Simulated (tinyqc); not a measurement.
Cyclotron resonance of ellipsoidal valleys, Si type, step by step. Values are carried at full precision from step to step, so a last printed digit may differ when a step is redone from the rounded ones.

Valleys along [100], [010], [001] (each with its opposite partner), mass ml along the axis and mt across it. B lies in the (1-10) plane, b = (sin(theta)/sqrt2, sin(theta)/sqrt2, cos(theta)). For the angle phi between B and the axis, 1/mc^2 = cos^2(phi)/mt^2 + sin^2(phi)/(mt ml). Resonance: h nu = 2 muB B/mc, h = 2 pi hbar.

Constants: hbar = 6.58211957e-16 eV s; muB = 5.788381798e-05 eV/T.

Values chosen for the exercise (near those of Si; not measured data):
- theta = 54 degrees (angle of B from [001] towards [110])
- ml = 0.917 m0 (longitudinal mass)
- mt = 0.183 m0 (transverse mass)
- nu = 140 GHz (microwave frequency)
- tau = 83 ps (scattering time)

## Angles to the valley axes

Give b and cos^2(phi) for each axis.

b: 0.5721  0.5721  0.5878

cos^2(phi): [100] 0.3273, [010] 0.3273, [001] 0.3455

## Cyclotron masses and resonance fields

For each axis, mc and B = h nu mc/(2 muB).

Resonances:

| axis | mc (m0) | B (T) |
|---|---|---|
| [100] | 0.2694 | 1.3472 |
| [010] | 0.2694 | 1.3472 |
| [001] | 0.2652 | 1.3264 |

2 distinct masses appear; the limits are mt = 0.183 (B along the axis) and sqrt(ml mt) = 0.4096 (B across it).

## The same from the mass tensor

For the valley along [001]: M = mt 1 + (ml - mt) a a^T, and mc^2 = det M/(b M b).

M (m0), lower triangle:
```
        x       y       z
x  0.1830
y       0  0.1830
z       0       0  0.9170
```

det M = 0.030709
b M b = 0.4366
mc = 0.2652 m0

## Line shape

For linear polarisation and one isotropic mass the absorbed power goes as P = [1 + (w^2 + wc^2) tau^2]/([1 + (wc^2 - w^2) tau^2]^2 + 4 w^2 tau^2), w = 2 pi nu. List it for wc/w = 0, 0.5, 0.8, 0.9, 1, 1.1, 1.2, 1.5 and 2, which is B over the resonance field.

w tau = 73.011

Power:

| wc/w | P |
|---|---|
| 0.0 | 0.0001876 |
| 0.5 | 0.0004166 |
| 0.8 | 0.002363 |
| 0.9 | 0.009233 |
| 1.0 | 0.5000 |
| 1.1 | 0.009228 |
| 1.2 | 0.002353 |
| 1.5 | 0.0003899 |
| 2.0 | 0.0001042 |

The largest listed value lies at wc/w = 1.0, 2665.9 times the zero-field value. With w tau well above 1 the line is sharp, of relative half width about 1/(w tau). The closest two lines of this crystal are 1.6 % apart, so they merge at this w tau.

## Checks

- Rotation frequency of dv/dt = -M^-1 (v x b) for the valley along [001], in units of e B/m0, against 1/mc: both 3.7705.

Computed by tinyqc, a small Python program: `OMP_NUM_THREADS=1 python tinyqc.py 1282688 1282689 out.jsonl` (the numbers bound the seed that draws the inputs); one thread of a shared host (Intel(R) Xeon(R) Processor @ 2.30GHz), about 0.01 s for the whole set of steps.
